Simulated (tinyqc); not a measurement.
What moves the results: four-band model of biased bilayer graphene near K. A value that a table varies takes the place of the one given here.

Basis A1, B1, A2, B2, with B1 below A2; p = kx + i ky, v_j = (sqrt3/2) a g_j. Diagonal -U/2, -U/2, U/2, U/2; <A1|B1> = <A2|B2> = v0 p*, <B1|A2> = g1, <A1|B2> = v3 p, <A1|A2> = <B1|B2> = -v4 p*.

Inputs chosen for the exercise (near those used for Bernal bilayer graphene; the results hold for these values, not for the real material): a = 2.46 angstrom (lattice constant); g0 = 2.88 eV (hopping in a layer); g1 = 0.364 eV (hopping of the dimer sites); g3 = 0.31 eV (skew hopping A1-B2); g4 = 0.16 eV (skew hopping A1-A2); U = 0.22 eV (potential difference of the layers); k = (-0.01, 0.048) 1/angstrom (wave vector from K).

## Gap against bias

Closed form for g3 = g4 = 0: gap U g1/sqrt(U^2 + g1^2), ring radius as (U/2 v0) sqrt((2 g1^2 + U^2)/(g1^2 + U^2)). Last column: lowest band 3 less highest band 2 of the full matrix on a polar grid, |k| = 0 to 0.08 in steps of 0.001 1/angstrom, angles 0, 15, 30, 45, 60 degrees.

Gap:
```
U (eV)  gap (eV)  kg (1/angstrom)  gap/U  gap on the grid (eV)
0.02      0.0200           0.0023  0.998                0.0189
0.05      0.0495           0.0057  0.991                0.0473
0.10      0.0964           0.0113  0.964                0.0908
0.15      0.1387           0.0166  0.925                0.1290
0.20      0.1753           0.0217  0.876                0.1612
0.30      0.2315           0.0309  0.772                0.2093
0.40      0.2692           0.0393  0.673                0.2402
0.60      0.3112           0.0551  0.519                0.2708
```

What does this show?

The gap follows U while U << g1 (ratio 0.991 at 0.05 eV) and bends towards g1 = 0.364 eV, reaching 0.311 eV at 0.6. The skew hoppings change it by -5.6 meV at U = 0.1 and -29.0 meV at 0.4 eV. U is the screened difference, smaller than the applied field times the layer distance.

## From parabola to cone

U = 0, along kx. Parabola: v0^2 k^2/g1. Hyperbola: sqrt(g1^2/4 + v0^2 k^2) - g1/2. Then bands 3 and 2 of the full matrix for +kx and band 3 for -kx.

Energies (eV):
```
k (1/angstrom)  parabola  hyperbola  band 3, +kx  band 2, +kx  band 3, -kx
0.002             0.0004     0.0004       0.0010      -0.0009       0.0018
0.005             0.0026     0.0026       0.0010      -0.0004       0.0061
0.010             0.0103     0.0101       0.0048      -0.0026       0.0176
0.020             0.0414     0.0375       0.0294      -0.0216       0.0534
0.030             0.0931     0.0769       0.0676      -0.0527       0.1010
0.050             0.2586     0.1747       0.1651      -0.1352       0.2143
0.080             0.6619     0.3415       0.3326      -0.2806       0.4029
0.120             1.4893     0.5764       0.5685      -0.4882       0.6658
```

What does this show?

The parabola is 3 % above the hyperbola at 0.01 and a factor 2.58 at 0.12 1/angstrom, where the slope nears v0. g3 makes +kx and -kx differ, by 33.4 meV at 0.03, and g4 makes electrons and holes differ, |band 3| - |band 2| = +14.9 meV there. Without bias the bands touch in four small cones, one at K and three at k = g1 v3/v0^2 = 0.0064 1/angstrom from it; their pockets join near g1 (g3/g0)^2/4 = 1.1 meV.

## What each parameter does

The four levels at k. Each row changes one parameter from the base and keeps the others.

Results:
```
case            band 1 (eV)  band 2 (eV)  band 3 (eV)  band 4 (eV)
base                -0.5768      -0.1320       0.1579       0.5509
g0 = 3.024 eV       -0.5903      -0.1427       0.1689       0.5642
g1 = 0.4004 eV      -0.6018      -0.1284       0.1542       0.5760
g3 = 0.41 eV        -0.5785      -0.1284       0.1544       0.5524
g4 = 0.21 eV        -0.5810      -0.1280       0.1620       0.5470
U = 0.27 eV         -0.5880      -0.1285       0.1532       0.5633
```

How do the results move?

The largest shifts from the base row, up to three for each result and ties (the steps differ in size, so this ranks the rows, not the parameters). band 1 (eV): g1 -0.0250, g0 -0.0135, U -0.0112. band 2 (eV): g0 -0.0108, g4 +0.0040, g3 +0.0036, g1 +0.0036. band 3 (eV): g0 +0.0110, U -0.0047, g4 +0.0041. band 4 (eV): g1 +0.0251, g0 +0.0133, U +0.0124. Only g4 breaks the mirror symmetry between the upper and lower bands.

Program tinyqc; command `OMP_NUM_THREADS=1 python tinyqc.py 1480479 1480480 out.jsonl`; about 0.03 s on one thread of a shared Intel(R) Xeon(R) Processor @ 2.30GHz.
